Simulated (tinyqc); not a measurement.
Chemically amplified photoresist: aerial image, acid generation, bake, development and line width: one step, computed by the program tinyqc. Command: `OMP_NUM_THREADS=1 python tinyqc.py 3026935 3026936 out.jsonl resist walk`. One thread of a shared host (Intel(R) Xeon(R) Processor @ 2.30GHz), about 0.03 s of CPU time with the checks.

Lines and spaces of pitch p with a two-beam-like image; x = 0 is the middle of the bright space. The resist is positive and treated as uniform in depth.

Task: Acid image and its blur. Dose E(x) = E [1 + c cos(2 pi x/p)]; acid h = 1 - exp(-C E(x)). Bake: the acid image is blurred by a Gaussian of variance sigma^2 = 2 D t (each Fourier term k of h, taken on 64 points, is multiplied by exp(-4 pi^2 k^2 D t/p^2)). Cosine coefficients: h(x) = sum_k h_k cos(2 pi k x/p).

Inputs (values chosen for the exercise, for a model resist at 193 nm):

| quantity | value | unit |
|---|---|---|
| pitch p | 140 | nm |
| image contrast c | 0.69 | - |
| mean dose E | 25.6 | mJ/cm^2 |
| Dill parameter C | 0.017 | cm^2/mJ |
| acid diffusivity D | 0.51 | nm^2/s |
| bake time t | 45 | s |

Give: diffusion length sigma = sqrt(2 D t); h_0 to h_4 before the bake; h_0 to h_4 after the blur; blur factor of the first harmonic.

Result:

diffusion length sigma = sqrt(2 D t) = 6.775 nm

h_0 to h_4 before the bake: 0.3382  0.1965  -0.0147  0.0007  0.0000

h_0 to h_4 after the blur: 0.3382  0.1876  -0.0122  0.0005  0.0000

blur factor of the first harmonic = 0.9548

sigma/p = 0.048; the blur keeps 95 % of the modulation.
